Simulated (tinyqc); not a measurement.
Read current of a NAND string, cells in series solved by shooting: course of the secant iteration.

Cells in series, numbered from 0 at the source line (0 V) to the bit line, each followed by a gap resistance Rg. A cell with gate Vg, threshold VT, source Vs and drain Vd passes I = 2 nf K Vt^2 [F(Vs) - F(Vd)]/(1 + th max(Vg - VT, 0)), F(V) = ln^2(1 + exp((Vg - VT - nf V)/(2 nf Vt))). The selected cell has Vg = Vr, the others Vg = Vp.

For a trial current I start at 0 V and, cell by cell (the selected one is cell 0), solve for the drain: sqrt(F(Vd)) = sqrt(F(Vs) - I/k), k = 2 nf K Vt^2/(1 + th max(Vg - VT, 0)), Vd = [Vg - VT - 2 nf Vt ln(exp(sqrt F) - 1)]/nf, then add I Rg.

Secant steps on the end voltage less Vbl, from the two trials; a trial above the saturation current of a cell has no solution and is moved halfway to the previous trial. Stop below 1e-9 V.

Parameters, values chosen for the exercise; values of the order met in vertical NAND strings:
```
symbol,value,unit,meaning
T,300,K,temperature
K,13,uA/V^2,gain factor of a cell
nf,1.7,,slope factor
th,0.16,1/V,mobility reduction factor
Rg,28,kohm,resistance of the gap between cells
Vbl,0.3,V,bit-line voltage
Vp,7.9,V,pass voltage
Vr,3.38,V,read voltage on the selected word line
```

Constants: q = 1.602176634e-19 C, kB = 1.380649e-23 J/K, Vt = kB T/q. Results are converted to the units shown.

thresholds from the source end, cell 0 to 3 (V): [2.8, -1.3, 3.1, 3.1]
first trial current = 0.42 uA
second trial current = 0.69 uA

Course of the iteration:
```
iteration,I (uA),end voltage - Vbl (V),halvings
1,0.798748,5.01e-3,0
2,0.787517,-1.92e-4,0
3,0.787932,-8.90e-7,0
4,0.787934,1.57e-10,0
```

Did this iteration meet its convergence test, and what does its course show?

Yes. Converged in 4 iterations to I = 0.78793 uA. The selected cell takes 48.7 % of the bit-line voltage and the gaps together 29.4 %.

Program tinyqc, `OMP_NUM_THREADS=1 python tinyqc.py 2142013 2142014 out.jsonl`; Intel Xeon 2.30GHz, shared host, one thread, about 0.3 s.
